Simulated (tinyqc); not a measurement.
Ferroelectric hysteresis, discrete Preisach model: two steps of the calculation.

25 bistable elements (j, k) switch to +1 when V reaches u_j and to -1 when V falls to -u_k, and keep their state between. P = Ps sum w_jk s_jk. All elements start at -1. No time dependence and no dielectric part.

Parameters, values chosen for the exercise:
```
symbol,value,unit,meaning
Ps,11,uC/cm^2,saturation polarisation
Vc,0.91,V,mean coercive voltage
sg,0.52,V,spread of the switching voltages
up,"[0.25, 0.75, 1.25, 1.75, 2.25]",V,list of the u_j
cr,0,,correlation of up and down voltages
```

Task 1. Weights. w_jk is proportional to exp[-(a_j^2 + a_k^2 - 2 cr a_j a_k)/(2 (1 - cr^2))], a_j = (u_j - Vc)/sg, and the weights sum to one.

Give: w.

Result 1.

w:

|  | d=-0.25 | d=-0.75 | d=-1.25 | d=-1.75 | d=-2.25 |
|---|---|---|---|---|---|
| u=0.25 | 0.0316 | 0.0674 | 0.0570 | 0.0192 | 0.0026 |
| u=0.75 | 0.0674 | 0.1438 | 0.1217 | 0.0409 | 0.0054 |
| u=1.25 | 0.0570 | 0.1217 | 0.1031 | 0.0346 | 0.0046 |
| u=1.75 | 0.0192 | 0.0409 | 0.0346 | 0.0116 | 0.0015 |
| u=2.25 | 0.0026 | 0.0054 | 0.0046 | 0.0015 | 0.0002 |

Task 2. The voltage goes to -1 V. Rows with u_j <= V turn to +1; columns with V <= -u_k turn to -1; P = Ps sum w s.

states after step 3:

|  | d=-0.25 | d=-0.75 | d=-1.25 | d=-1.75 | d=-2.25 |
|---|---|---|---|---|---|
| u=0.25 | 1 | 1 | 1 | 1 | 1 |
| u=0.75 | 1 | 1 | 1 | 1 | 1 |
| u=1.25 | 1 | 1 | 1 | 1 | 1 |
| u=1.75 | -1 | -1 | -1 | -1 | -1 |
| u=2.25 | -1 | -1 | -1 | -1 | -1 |

w:

|  | d=-0.25 | d=-0.75 | d=-1.25 | d=-1.75 | d=-2.25 |
|---|---|---|---|---|---|
| u=0.25 | 0.03155734 | 0.06735266 | 0.05702686 | 0.01915466 | 0.00255235 |
| u=0.75 | 0.06735266 | 0.14375041 | 0.12171210 | 0.04088168 | 0.00544746 |
| u=1.25 | 0.05702686 | 0.12171210 | 0.10305247 | 0.03461413 | 0.00461231 |
| u=1.75 | 0.01915466 | 0.04088168 | 0.03461413 | 0.01162648 | 0.00154922 |
| u=2.25 | 0.00255235 | 0.00544746 | 0.00461231 | 0.00154922 | 0.00020643 |

V = -1 V

Wanted: states after step 4; P after step 4.

Result 2.

states after step 4:

|  | d=-0.25 | d=-0.75 | d=-1.25 | d=-1.75 | d=-2.25 |
|---|---|---|---|---|---|
| u=0.25 | -1 | -1 | 1 | 1 | 1 |
| u=0.75 | -1 | -1 | 1 | 1 | 1 |
| u=1.25 | -1 | -1 | 1 | 1 | 1 |
| u=1.75 | -1 | -1 | -1 | -1 | -1 |
| u=2.25 | -1 | -1 | -1 | -1 | -1 |

P after step 4 = -2.4408 uC/cm^2

Computed by the program tinyqc: `OMP_NUM_THREADS=1 python tinyqc.py 2860051 2860052 out.jsonl`, one thread of a shared Intel Xeon 2.30GHz, about 0.01 s for the whole run.
